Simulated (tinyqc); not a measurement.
Strain, valley repopulation and piezoresistance in a many-valley conduction band: one step, computed by the program tinyqc.

Valleys are ellipsoids with mass m_l along the axis a and m_t across it, parabolic, with one constant relaxation time; strain shifts the valleys and leaves the masses alone. Currents are taken along [110], along the load, and along [001], across the load.

Question. Populations. Each of the 6 valleys holds n_v = N_v (2/sqrt(pi)) F_1/2((E_F - dE_v)/(k_B T)), N_v = 2 (m_d k_B T/(2 pi hbar^2))^(3/2), m_d = (m_l m_t^2)^(1/3); E_F solves sum n_v = n and is counted from the unstrained edge. F_j(eta) = int_0^infinity x^j/(1 + exp(x - eta)) dx, without a gamma-function factor. It is evaluated after integrating by parts. Integrals over x = E/(k_B T) use 160 Gauss-Legendre points in u = sqrt(x) from 0 to sqrt(max(eta, 0) + 32).

Inputs (values chosen for the exercise, for a model crystal):
```
quantity                 value    unit
longitudinal mass m_l     1.01     m_0
transverse mass m_t      0.149     m_0
electron density n     4.4e+17  1/cm^3
temperature T              150       K
```

Valley axes: <100> (6 valleys in 3 pairs). Load: uniaxial [110].

shifts dE (meV): x 8.922669, y 8.922669, z -5.379260

Constants: k_B = 8.617333262e-05 eV/K; m_0 = 9.1093837015e-31 kg; k_B = 1.380649e-23 J/K; hbar = 1.054571817e-34 J s.

Give: Fermi level E_F; share of the electrons (per pair).

Answer.

Fermi level E_F = -34.85 meV

share of the electrons (per pair): x 0.2018, y 0.2018, z 0.5963

Caution: shear strain also changes the transverse masses of <100> valleys, which this model leaves out.
